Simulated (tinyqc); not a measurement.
When the interface binds a state: heterojunction of two tight-binding chains.

Left chain: hopping -t1, sites at 2 t1 (band bottom 0). Right chain: hopping -t2, sites at dE + 2 t2 (bottom dE). t = c/(m a^2), c = hbar^2/2m0. The bond across the interface is -tc with tc = f sqrt(t1 t2), and the last left site has the extra energy U. In a chain E = bottom + 2t (1 - cos(ka)); the surface Green function of a half chain is g = -exp(ika)/t, with Im k > 0 where cos(ka) > 1.

Constants: hbar^2/2m0 = 3.80998211 eV angstrom^2.

Values chosen for the exercise (masses and offset of the size met at GaN / AlGaN; shifted at random, so the results belong to these values and not to a real crystal): a = 5.65 angstrom (site spacing); m1 = 0.193 m0 (mass on the left); m2 = 0.234 m0 (mass on the right); dE = 0.4 eV (band offset); f = 1 (factor on the interface hopping).

A state below both bands solves E - 2 t1 - U - S1(E) - S2(E) = 0 for E < 0, with S1 = -t1 z1, S2 = -(tc^2/t2) z2 and |z| < 1 the decaying root of z + 1/z = 2 - (E - bottom)/t. Decay lengths -a/ln|z|. The threshold is the U that solves the equation at E = 0. A dash: no bound state.

Interface state:
```
U (eV),E (eV),decay left (angstrom),decay right (angstrom)
-0.11,-,-,-
-0.21,-,-,-
-0.32,-,-,-
-0.39,-0.0017,108.3,6.6
-0.46,-0.0139,37.7,6.5
-0.57,-0.0494,20.1,6.2
-0.71,-0.1132,13.3,5.9
-1.07,-0.3331,7.9,5.0
```

threshold U = -0.3564 eV

What does the comparison show, and why?

The step pushes the state out, so an attraction must exceed 0.3564 eV to bind; 5 of the 8 rows are bound. At U = -1.07 eV the state decays over 7.9 angstrom to the left and 5.0 to the right, where the band lies higher.

Computed by tinyqc, a small Python program: `OMP_NUM_THREADS=1 python tinyqc.py 1452677 1452678 out.jsonl` (the numbers bound the seed that draws the inputs); one thread of a shared host (Intel(R) Xeon(R) Processor @ 2.30GHz), about 0.01 s for the whole set of steps.
